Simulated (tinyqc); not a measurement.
## Depletion depth for a wanted scale length

Problem. A single-gate structure has eps_r tan(pi ti/Lambda) + ei tan(pi ts/Lambda) = 0 for its lowest mode, with both thicknesses below Lambda. Find ts.

Values chosen for this exercise; permittivities: semiconductor close to that of germanium, insulator close to that of aluminium oxide: relative permittivity of the semiconductor eps_r = 16; relative permittivity of the insulator ei = 9.22; insulator thickness ti = 1.5 nm.

Lambda = 22.531073 nm

Answer. The condition is explicit in ts: an arctangent, taken between 0 and pi.

ts = 20.0 nm

Computed by the program tinyqc: `OMP_NUM_THREADS=1 python tinyqc.py 2420118 2420119 out.jsonl`, one thread of a shared Intel Xeon 2.30GHz, about 0.01 s for the whole run.
